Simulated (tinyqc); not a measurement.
## Ground and coupling capacitance from two measurements

Inverse problem. A line has Cg to the planes and Cc to each of two neighbours. Find Cg, Cc, the load when both neighbours switch in antiphase, and the pulse on the line when it floats and both neighbours swing by Vx.

Values chosen for this exercise:
- Vx = 1 V (swing)

capacitance with neighbours driven alike and with neighbours grounded (aF/um): [81, 143]

Solution. Driven alike, Cc carries no charge, which leaves Cg; grounded neighbours give Cg + 2 Cc, antiphase Cg + 4 Cc; a floating line divides the swing as 2 Cc/(Cg + 2 Cc).

Cg = 81.0 aF/um
Cc = 31.0 aF/um
load in antiphase = 205 aF/um
pulse = 0.434 V

tinyqc, about 0.7 s, one thread, Intel Xeon 2.30GHz (shared host): `OMP_NUM_THREADS=1 python tinyqc.py 2790129 2790130 out.jsonl`
